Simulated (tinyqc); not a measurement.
Slater-Koster d bands of a bcc metal: sweeps and comparisons. A value that a table varies takes the place of the one given here.

Slater-Koster d bands. For a bond with direction cosines (l, m, n) the 5 x 5 block is dds Ps + ddp Pp + ddd (1 - Ps - Pp), the projectors on sigma, pi and delta states about the bond; for instance <xy|xy> = 3 l^2 m^2 dds + (l^2 + m^2 - 4 l^2 m^2) ddp + (n^2 + l^2 m^2) ddd, <xy|yz> = 3 l m^2 n dds + l n (1 - 4 m^2) ddp + l n (m^2 - 1) ddd and <3z2-r2|3z2-r2> = (n^2 - (l^2 + m^2)/2)^2 dds + 3 n^2 (l^2 + m^2) ddp + (3/4)(l^2 + m^2)^2 ddd. H(k) sums the blocks times cos(k.R) over the neighbours; the d level is the zero of energy; k in 2 pi/a.

Neighbours: eight at (a/2)(1,1,1) and equivalents, and six at a(1,0,0) and equivalents with the integrals times f2.

Mesh: k = f1 b1 + f2 b2 + f3 b3 with fractions (j + 1/2)/N, j = 0 to N - 1, and b = (-1,1,1), (1,-1,1), (1,1,-1) for fcc, (0,1,1), (1,0,1), (1,1,0) for bcc, unit vectors for simple cubic. The lowest Nd/10 of all levels are filled with two electrons each; the bond energy is their sum per atom.

Parameters, chosen for this exercise (of the size met in Nb; shifted at random, so the results belong to these values and not to a real crystal): dds = -1.266 eV (dd sigma); ddp = 0.785 eV (dd pi); ddd = -0.152 eV (dd delta); f2 = 0.55 (factor on all three integrals for second neighbours); N = 10 (mesh).

## Band filling: full bands against the rectangular model

W = sqrt(12 mu2) with mu2 the mean square level on the mesh; rectangular model: Fermi level W (Nd/10 - 1/2), bond energy -W Nd (10 - Nd)/20. The Fermi level of the mesh is the highest filled level.

Per atom (eV):

| Nd | EF, bands | bond energy, bands | EF, rectangle | bond energy, rectangle |
|---|---|---|---|---|
| 1 | -3.199 | -3.748 | -3.295 | -3.707 |
| 2 | -2.717 | -6.690 | -2.472 | -6.591 |
| 3 | -2.006 | -9.052 | -1.648 | -8.651 |
| 4 | -0.921 | -10.570 | -0.824 | -9.886 |
| 5 | 0.742 | -10.415 | 0.000 | -10.298 |
| 6 | 1.412 | -9.322 | 0.824 | -9.886 |
| 7 | 1.652 | -7.771 | 1.648 | -8.651 |
| 8 | 2.077 | -5.905 | 2.472 | -6.591 |
| 9 | 2.954 | -3.465 | 3.295 | -3.707 |

W = 8.239 eV
full width on the mesh = 9.893 eV

The bond energy is deepest at Nd = 4 (-10.570 eV); the rectangle has its minimum at 5. The two differ most at Nd = 7, by 0.880 eV or 9 % of the deepest value: the second moment fixes the parabola, and higher moments the rest. At Nd = 3 and 7 the bands give -9.052 and -7.771 eV, a skew towards less than half filling.

## Which lattice a d-band metal prefers

fcc has twelve neighbours, bcc eight and six (the six times f2), simple cubic six. The integrals of bcc and sc are scaled so that all three have the second moment of fcc, which stands for equal repulsion (structural energy difference theorem). s and p electrons are left out.

Bond energy per atom:

| Nd | fcc (eV) | bcc - fcc (meV) | sc - fcc (meV) |
|---|---|---|---|
| 1 | -4.383 | 239 | -26 |
| 2 | -7.514 | 117 | 52 |
| 3 | -9.831 | -178 | 414 |
| 4 | -11.213 | -474 | 662 |
| 5 | -11.502 | -15 | 658 |
| 6 | -10.754 | 446 | 203 |
| 7 | -9.106 | 513 | -311 |
| 8 | -6.743 | 213 | -719 |
| 9 | -3.649 | -182 | -759 |

scale factors: bcc 1.1057, sc 1.4142

mu3/mu2^1.5: fcc -0.222, bcc -0.226, sc 0.000

mu4/mu2^2: fcc 1.839, bcc 1.740, sc 2.219

largest change of a difference when N is raised to 14 = 26 meV

fcc is lowest for Nd = 2 and 6. bcc is lowest for Nd = 3, 4 and 5. sc is lowest for Nd = 1, 7, 8 and 9. bcc gains most on fcc at Nd = 4 (-474 meV). A small fourth moment marks a two-peaked band, which tends to favour fillings near one half; bcc has -5 % against fcc, and at Nd = 5 it lies -15 meV from fcc (differences of a few tens of meV are within the error of the mesh; hcp is left out, and this d-only model can miss the lattice of the real metal). The third moments, from three-membered rings, skew the bands. That simple cubic wins anywhere comes from keeping d bands and equal second moments alone; no transition metal takes it. Differences below about 26 meV are within the error of this mesh, and the s and p electrons left out weigh most where the d band is nearly empty or full.

## What each integral does

Levels at Gamma, E(t2g) = (8/3) dds + (16/9) ddp + (32/9) ddd + f2 (4 ddp + 2 ddd), E(eg) = (16/3) ddp + (8/3) ddd + f2 (3 dds + 3 ddd), and W = sqrt(12 mu2), the width of a rectangular band with the same second moment mu2 = z (dds^2 + 2 ddp^2 + 2 ddd^2)/5, z = 8 + 6 f2^2. Each row changes one parameter from the base and keeps the others.

Results:

| case | t2g (eV) | eg (eV) | W (eV) |
|---|---|---|---|
| base | -0.9611 | 1.4416 | 8.2386 |
| dds = -1.4559 eV | -1.4675 | 1.1283 | 8.9471 |
| ddp = 0.6673 eV | -1.4293 | 0.8139 | 7.7344 |
| ddd = -0.1748 eV | -1.0672 | 1.3432 | 8.2599 |
| f2 = 0.6325 | -0.7271 | 1.0907 | 8.4807 |

The largest shifts from the base row, up to three for each result and ties (the steps differ in size, so this ranks the rows, not the parameters). t2g (eV): dds -0.5064, ddp -0.4682, f2 +0.2340. eg (eV): ddp -0.6277, f2 -0.3510, dds -0.3133. W (eV): dds +0.7085, ddp -0.5042, f2 +0.2421. The ratio of the shifts of t2g and eg names the integral: it is the ratio of the coefficients in the two formulas.

Program tinyqc; command `OMP_NUM_THREADS=1 python tinyqc.py 1450408 1450409 out.jsonl`; about 0.03 s on one thread of a shared Intel(R) Xeon(R) Processor @ 2.30GHz.
